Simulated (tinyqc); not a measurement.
Charge stability of a double quantum dot, constant-interaction model with a charge sensor: one step of the calculation.

Capacitance matrix C = [[C1, -Cm], [-Cm, C2]], C1 = G1 + X1 + Cm + L1, C2 = G2 + X2 + Cm + L2. Gate charges n1 = (G1 V1 + X1 V2)/q, n2 = (X2 V1 + G2 V2)/q. The state (N1, N2) has U = (1/2) d^T E d with d = (N1 - n1, N2 - n2) and E = q^2 C^(-1). Leads at 0 V; no tunnel coupling, spin or level spacing. The sensor reads s1 <N1> + s2 <N2>.

Question. Triple points. The states (0,0), (1,0), (0,1) meet where E n = (EC1/2, EC2/2), and (1,1), (1,0), (0,1) where E n = (EC1/2 + ECm, EC2/2 + ECm); the gate voltages follow from n.

Inputs (values chosen for the exercise): gate 1 to dot 1 G1 = 18 aF; gate 2 to dot 2 G2 = 28 aF; gate 2 to dot 1 X1 = 1.4 aF; gate 1 to dot 2 X2 = 3.2 aF.

Constants: q = 1.602176634e-19 C. Results are converted to the units shown.

E (meV):
```
           1          2
1  1.1372723  0.2518162
2  0.2518162  0.8807712
```

Wanted: gate charges; gate voltages; distance between the points.

Answer.

gate charges:
```
                     n1       n2
electron point  0.41560  0.38118
hole point      0.58440  0.61882
```

gate voltages (mV):
```
                    V1      V2
electron point  3.5613  1.7741
hole point      4.9705  2.9729
```

distance between the points = 1.8501 mV

The line between the two points is the (1,0)-(0,1) transition, where an electron moves from dot to dot.

Numbers from tinyqc (`OMP_NUM_THREADS=1 python tinyqc.py 2470033 2470034 out.jsonl`; about 0.01 s on one thread of a shared Intel Xeon 2.30GHz).
